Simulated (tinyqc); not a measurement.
Worked calculation: type-II superlattice in the two-band Kane model. Values are carried at full precision from step to step, so a last printed digit may differ when a step is redone from the rounded ones.

Motion along the axis, period d = a + b, c = hbar^2/2m0. Conduction and light-hole bands couple: (E - Ec)(E - Ev) = Ep c k^2 in each layer, with mass m(E) = (E - Ev)/Ep, which may be negative. The conduction envelope psi and psi'/m(E) are continuous; a layer carries them by [[cos kt, (m/k) sin kt], [-(k/m) sin kt, cos kt]] (cosh and sinh for k^2 < 0), and cos(q d) = tr(M_B M_A)/2. C1 is the first miniband above EvB, with its bottom at tr/2 = +1 and its top at -1; the gap is the bottom of C1 less the top heavy-hole level HH1.

Constants: hbar^2/2m0 = 3.80998211 eV angstrom^2; hc = 1239.841984 eV nm.

Parameters, chosen for this exercise (near those of an InAs/GaSb superlattice; shifted at random, so the results belong to these values and not to a real crystal): a = 31 angstrom (layer A); b = 48 angstrom (layer B); EcA = 0 eV (conduction edge of A); EvA = -0.417 eV (valence edge of A); EcB = 0.961 eV (conduction edge of B); EvB = 0.15 eV (valence edge of B); EpA = 14.6 eV (coupling energy in A); EpB = 18.3 eV (coupling energy in B); E = 0.201 eV (trial energy); mhA = 0.35 m0 (heavy hole in A); mhB = 0.28 m0 (heavy hole in B).

## Wave numbers and masses at one energy

Give k^2 and m(E) in both layers.

Layers:
```
layer  k^2 (1/angstrom^2)  m(E) (m0)
A               0.0022331    0.04233
B             -0.00055592    0.00279
```

In B the decay constant is 0.0236 1/angstrom; across the gap of B it peaks at mid-gap, at 0.0486, and vanishes at both edges.

## Transfer matrices

Form M_A, M_B and half the trace of their product.

M_A (angstrom units):
```
         1        2
1  0.10567  0.89072
2  -1.1101  0.10567
```

M_B (angstrom units):
```
        1        2
1  1.7118  0.16421
2  11.754   1.7118
```

tr/2 = 5.3244

E lies in a gap of the coupled bands.

## Edges and effective gap

Heavy holes are uncoupled: with e = EvB - E, p = sqrt(mhB e/c), w = sqrt(mhA (EvB - EvA - e)/c), the top level HH1 at q = 0 solves (p/mhB) tan(p b/2) = (w/mhA) tanh(w a/2).

C1 is the first miniband above EvB: bottom at tr/2 = +1, top at -1. The gap is its bottom less HH1; cut-off wavelength hc/gap.

bottom of C1 = 0.3702 eV
top of C1 = 0.4186 eV
HH1 = 0.1115 eV
gap = 0.2588 eV
cut-off = 4.79 micrometre

The bulk edges overlap by 150 meV; confinement lifts the electrons by 370 meV and lowers the holes by 39 meV, which opens the gap. It is 0.62 of the smaller bulk gap.

## Electron mass along the axis

m_z = -2 c f'/d^2 with f = tr/2 differentiated at the bottom of C1 (central difference of 1e-6 eV); compare the bulk edge mass (EcA - EvA)/EpA.

f' = -40.92 1/eV
m_z = 0.0500 m0
bulk edge mass of A = 0.0286 m0

## Checks

- Bottom of C1 from the two-band matrix on a staggered grid of 0.5 angstrom against the transfer matrix, eV: both 0.370.

Run: tinyqc, `OMP_NUM_THREADS=1 python tinyqc.py 1280284 1280285 out.jsonl`; Intel(R) Xeon(R) Processor @ 2.30GHz, one thread, shared host; about 0.08 s of CPU time with all checks.
